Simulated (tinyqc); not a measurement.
Finite-difference solution of the diffusion equation on a small grid: one step, computed by the program tinyqc. Command: `OMP_NUM_THREADS=1 python tinyqc.py 3001235 3001236 out.jsonl fdiff walk`. One thread of a shared host (Intel(R) Xeon(R) Processor @ 2.30GHz), about 0.01 s of CPU time with the checks.

dC/dt = D d2C/dx2 on nodes x_j = j dx, j = 0..8; the far end is sealed.

Question. Amplification factors. The mode of M with eigenvalue mu has its amplitude multiplied per step by g = (1 + (1 - theta) r mu)/(1 - theta r mu), with theta = 0 explicit, 1 implicit, 1/2 Crank-Nicolson; the explicit scheme is stable for r up to 2/|mu_min|.

Boundary at x = 0: sealed surface. Scheme: explicit.

operator M:
```
    0   1   2   3   4   5   6   7
0  -2   2   0   0   0   0   0   0
1   1  -2   1   0   0   0   0   0
2   0   1  -2   1   0   0   0   0
3   0   0   1  -2   1   0   0   0
4   0   0   0   1  -2   1   0   0
5   0   0   0   0   1  -2   1   0
6   0   0   0   0   0   1  -2   1
7   0   0   0   0   0   0   1  -2
8   0   0   0   0   0   0   0   2

    8
0   0
1   0
2   0
3   0
4   0
5   0
6   0
7   1
8  -2
```

mesh ratio r = 0.2448

Give: eigenvalues mu of M; factors g; largest stable r of the explicit scheme.

Answer.

eigenvalues mu of M: [-4.0000, -3.8478, -3.4142, -2.7654, -2.0000, -1.2346, -0.5858, -0.1522, 0.0000]

factors g: [0.0208, 0.0581, 0.1642, 0.3230, 0.5104, 0.6978, 0.8566, 0.9627, 1.0000]

largest stable r of the explicit scheme = 0.5

The smallest factor is 0.021: no mode changes sign, and all decay but one with mu = 0 where there is such a mode.
